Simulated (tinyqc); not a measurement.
Inside a calculation. Method: Hubbard ring of 4 sites. Computed by tinyqc, a small Python program that keeps every step. Settings: hopping = 1.56, U = 1.3, mixing = 0.5, iteration cap = 60. Command: `OMP_NUM_THREADS=1 python tinyqc.py 30951 30952 out.jsonl` (the two numbers bound the seeds that draw the settings). One thread of a shared host (Intel(R) Xeon(R) Processor @ 2.60GHz), about 0.2 s of CPU time with the checks.

one-body matrix (hopping and site energies) (eV), lower triangle:
```
          1         2         3        4
1   0.00000
2  -1.56000   0.00000
3   0.00000  -1.56000   0.00000
4  -1.56000   0.00000  -1.56000  0.00000
```

U = 1.30000 eV

electrons, up and down: 2  2

n(up) at the start (a guess, not normalised): 1 0.50000, 2 0.50000, 3 0.50000, 4 0.50000

n(down) at the start (a guess): 1 0.50000, 2 0.50000, 3 0.50000, 4 0.50000

Each step fills the lowest levels of T + U n(other spin) and sets n(new) = n + mixing (n(out) - n); stop when output and input agree to 1e-8.

Course of the cycle:
```
iteration      E (eV)  largest |n(out) - n(in)|  mean |n_up - n_down|
1          -4.7617525                  1.85e-01               0.00000
2          -4.5848275                  3.52e-01               0.00000
3          -4.5882212                  3.42e-01               0.00000
4          -4.5867126                  3.47e-01               0.00000
5          -4.5873909                  3.45e-01               0.00000
6          -4.5870875                  3.46e-01               0.00000
7          -4.5872235                  3.45e-01               0.00000
8          -4.5871626                  3.45e-01               0.00000
9          -4.5871899                  3.45e-01               0.00000
10         -4.5871777                  3.45e-01               0.00000
11         -4.5871831                  3.45e-01               0.00000
...               ...                       ...                   ...
50         -4.5871814                  3.45e-01               0.00000
51         -4.5871814                  3.45e-01               0.00000
52         -4.5871814                  3.45e-01               0.00000
53         -4.5871814                  3.45e-01               0.00000
54         -4.5871814                  3.45e-01               0.00000
55         -4.5871814                  3.45e-01               0.00000
56         -4.5871814                  3.45e-01               0.00000
57         -4.5871814                  3.45e-01               0.00000
58         -4.5871814                  3.45e-01               0.00000
59         -4.5871814                  3.45e-01               0.00000
60         -4.5871814                  3.45e-01               0.00000
```

Can the last value be used, and what does the course show?

Not by the stop rule, although the second column moves by less than 1e-07 over the last three steps. Not converged within 60 iterations: the residual has stopped falling. The lowest mean-field energy found from random starts is -5.30265 eV. Reruns (cap 100 unless said): mixing 0.2: not converged; mixing 0.9: not converged; the original settings with a cap of 400: not converged.
